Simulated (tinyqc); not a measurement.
Carrier statistics of a doped semiconductor with parabolic bands: sweeps and comparisons. A value that a table varies takes the place of the one given here.

Eg(T) = Eg0 - al T^2/(T + be); m_de = Mv^(2/3) (ml mt^2)^(1/3); m_dh = (mhh^(3/2) + mlh^(3/2))^(2/3); Nc and Nv from N = 2 (m kB T/(4 pi c))^(3/2) with c = hbar^2/2m0, in 1/angstrom^3; times 1e24 for 1/cm^3.

Energies are counted from Ev, so Ec = Eg. n = Nc F_1/2((EF - Eg)/kT), p = Nv F_1/2(-EF/kT), ND+ = ND/(1 + 2 exp((EF - Eg + ED)/kT)), NA- = NA/(1 + 4 exp((EA - EF)/kT)); neutrality asks p + ND+ = n + NA-. F_j(eta) = (1/Gamma(j + 1)) integral_0^infinity x^j dx/(1 + exp(x - eta)), which tends to exp(eta) for eta << 0.

Constants: hbar^2/2m0 = 3.80998211 eV angstrom^2; kB = 8.617333262e-05 eV/K.

Inputs chosen for the exercise (near those of GaSb; not measured data):

| symbol | value | unit | meaning |
|---|---|---|---|
| Eg0 | 0.8128 | eV | gap at 0 K |
| al | 0.000429 | eV/K | Varshni alpha |
| be | 145 | K | Varshni beta |
| ml | 0.0411 | m0 | longitudinal electron mass |
| mt | 0.0411 | m0 | transverse electron mass |
| Mv | 1 |  | equivalent valleys |
| mhh | 0.377 | m0 | heavy-hole mass |
| mlh | 0.0509 | m0 | light-hole mass |
| ND | 1.6e+12 | 1/cm^3 | donors |
| NA | 1e+17 | 1/cm^3 | acceptors |
| ED | 0.00315 | eV | donor level below Ec |
| EA | 0.013 | eV | acceptor level above Ev |
| T | 380 | K |  |

## Temperature

Neutrality solved at each temperature; ni = sqrt(Nc Nv) exp(-Eg/2kT).

Carriers (1/cm^3):

| T (K) | EF (eV) | n | p | majority / \|ND - NA\| | ni | Eg (eV) |
|---|---|---|---|---|---|---|
| 10 | 0.0067 | <1e-99 | 1.54e+13 | 0.000154 | <1e-99 | 0.8125 |
| 20 | 0.0077 | <1e-99 | 1.17e+15 | 0.0117 | 1.03e-86 | 0.8118 |
| 40 | 0.0110 | 2.81e-85 | 1.22e+16 | 0.122 | 5.88e-35 | 0.8091 |
| 77 | 0.0196 | 1.86e-35 | 4.04e+16 | 0.404 | 8.75e-10 | 0.8013 |
| 120 | 0.0329 | 8.87e-16 | 6.31e+16 | 0.631 | 7.54 | 0.7895 |
| 200 | 0.0635 | 0.269 | 8.24e+16 | 0.824 | 1.49e+08 | 0.7631 |
| 300 | 0.1086 | 8.86e+06 | 9.10e+16 | 0.910 | 9.00e+11 | 0.7260 |
| 400 | 0.1584 | 7.07e+10 | 9.44e+16 | 0.944 | 8.19e+13 | 0.6869 |
| 500 | 0.2117 | 1.86e+13 | 9.62e+16 | 0.962 | 1.34e+15 | 0.6465 |
| 600 | 0.2672 | 8.52e+14 | 9.80e+16 | 0.980 | 9.15e+15 | 0.6055 |

Ionisation is incomplete: the majority density is below 90 % of the net doping at 10, 20, 40, 77, 120 and 200 K, down to a share of 0.00015. It is within 10 % of the net doping at 300, 400, 500 and 600 K. The majority density never exceeds the net doping by 10 %; ni is 9.15e+15 1/cm^3 at 600 K against a net doping of 1.00e+17. EF goes from 0.007 eV to 0.267 eV, where midgap is 0.303 eV and the intrinsic level (Boltzmann) 0.390 eV.

## Doping level

Only acceptors are present (ND = 0); eta is the distance of EF beyond the valence edge in units of kT.

Neutral state:

| NA (1/cm^3) | EF (eV) | majority (1/cm^3) | ionised share | eta |
|---|---|---|---|---|
| 1.0e+14 | 0.3682 | 1.14e+14 | 1.000 | -11.24 |
| 1.0e+15 | 0.2970 | 1.00e+15 | 0.999 | -9.07 |
| 1.0e+16 | 0.2218 | 9.93e+15 | 0.993 | -6.77 |
| 1.0e+17 | 0.1481 | 9.39e+16 | 0.939 | -4.52 |
| 1.0e+18 | 0.0827 | 6.77e+17 | 0.677 | -2.52 |
| 3.0e+18 | 0.0565 | 1.46e+18 | 0.486 | -1.73 |
| 1.0e+19 | 0.0308 | 3.01e+18 | 0.301 | -0.94 |
| 3.0e+19 | 0.0086 | 5.38e+18 | 0.179 | -0.26 |

The impurity level lies at 0.0130 eV. The ionised share falls from 1.000 to 0.179 as EF passes through it between 1e+19 and 3e+19 1/cm^3 (share 1/5 there); it is below one half from 3e+18 1/cm^3 on. Over the last two rows the doping grows threefold and the majority density by a factor 1.79. EF comes within 3 kT of the majority band edge from 1e+18 1/cm^3 on. Above roughly 8e+17 1/cm^3 (N^(1/3) a = 0.26, with the radius a = sqrt(c/(m E)) from the ionisation energy E and the mass mhh) the levels merge with the band and real ionisation is complete; sharp levels then overstate freeze-out.

## What each input does

Neutrality solved anew for each case. Each row changes one parameter from the base and keeps the others.

Results:

| case | EF (eV) | n (1/cm^3) | p (1/cm^3) |
|---|---|---|---|
| base | 0.1481 | 1.68e+10 | 9.39e+16 |
| T = 400 K | 0.1584 | 7.07e+10 | 9.44e+16 |
| ND = 3.2e+12 1/cm^3 | 0.1481 | 1.68e+10 | 9.39e+16 |
| NA = 5e+16 1/cm^3 | 0.1699 | 3.26e+10 | 4.84e+16 |
| Eg0 = 0.8628 eV | 0.1481 | 3.64e+09 | 9.39e+16 |
| mt = 0.0493 m0 | 0.1481 | 2.01e+10 | 9.39e+16 |
| mhh = 0.4524 m0 | 0.1563 | 2.15e+10 | 9.52e+16 |
| EA = 0.0195 eV | 0.1485 | 1.70e+10 | 9.28e+16 |

The largest shifts from the base row, up to three for each result and ties (the steps differ in size, so this ranks the rows, not the parameters). EF (eV): NA +0.0218, T +0.0103, mhh +0.0082; unchanged at the printed digits by ND, Eg0 and mt. n (1/cm^3): T +5.40e+10, NA +1.58e+10, Eg0 -1.31e+10; unchanged at the printed digits by ND. p (1/cm^3): NA -4.55e+16, mhh +1.27e+15, EA -1.15e+15; unchanged at the printed digits by ND, Eg0 and mt.

tinyqc: `OMP_NUM_THREADS=1 python tinyqc.py 1652644 1652645 out.jsonl`; about 0.01 s, one thread, shared Intel(R) Xeon(R) Processor @ 2.30GHz.
